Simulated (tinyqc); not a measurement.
Raman shift of the zone-centre optical phonon of a diamond-structure crystal under stress: one step, computed by the program tinyqc.

Axes x, y, z are the cube axes. Strain shifts the threefold optical mode and can split it; p, q and r are the phonon deformation potentials.

Problem. Secular matrix and shifts. Secular matrix: M_xx = p eps_xx + q (eps_yy + eps_zz), M_xy = 2 r eps_xy; its eigenvalues are omega^2 - omega_0^2, and the shifts are these over 2 omega_0.

Inputs (values chosen for the exercise, modelled on silicon):
```
quantity                       value  unit
unstrained frequency omega_0   521.6  1/cm
p/omega_0^2                    -1.86     -
q/omega_0^2                     -2.3     -
r/omega_0^2                   -0.708     -
```

Stress state: uniaxial. Axis: [110].

strain (per mille):
```
           x          y         z
x  -5.516009  -6.357279  0.000000
y  -6.357279  -5.516009  0.000000
z   0.000000   0.000000  4.214457
```

Give: M/(2 omega_0); shifts, in rising order.

Solution.

M/(2 omega_0) (1/cm):
```
        x       y       z
x  3.4565  2.3477  0.0000
y  2.3477  3.4565  0.0000
z  0.0000  0.0000  4.5731
```

shifts, in rising order (1/cm): 1.1088  4.5731  5.8042
